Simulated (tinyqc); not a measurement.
Deformation potential from the mobility gain.

Inverse problem. Tension X along [100] raises the x valleys by D = Xu (s11 - s12) X against the y and z valleys. Their share is f = w/(w + 2), w = exp(-D/Vt), and for current along [100] mu/mu0 = [f/ml + (1 - f)/mt]/[(1/ml + 2/mt)/3]. Find f, D and Xu.

Values chosen for this exercise; values close to those of silicon: temperature T = 350 K; compliance s11 = 7.49 1/TPa; compliance s12 = -2.12 1/TPa; longitudinal mass ml = 0.946 m0; transverse mass mt = 0.185 m0.

Constants: q = 1.602176634e-19 C, kB = 1.380649e-23 J/K, Vt = kB T/q. Results are converted to the units shown.

mu/mu0 = 1.13087044
X = 210 MPa

Solution. The gain is linear in f; w = 2 f/(1 - f).

f = 0.2143
D = 18.28 meV
Xu = 9.060 eV

Computed by the program tinyqc: `OMP_NUM_THREADS=1 python tinyqc.py 2530136 2530137 out.jsonl`, one thread of a shared Intel Xeon 2.30GHz, about 0.01 s for the whole run.
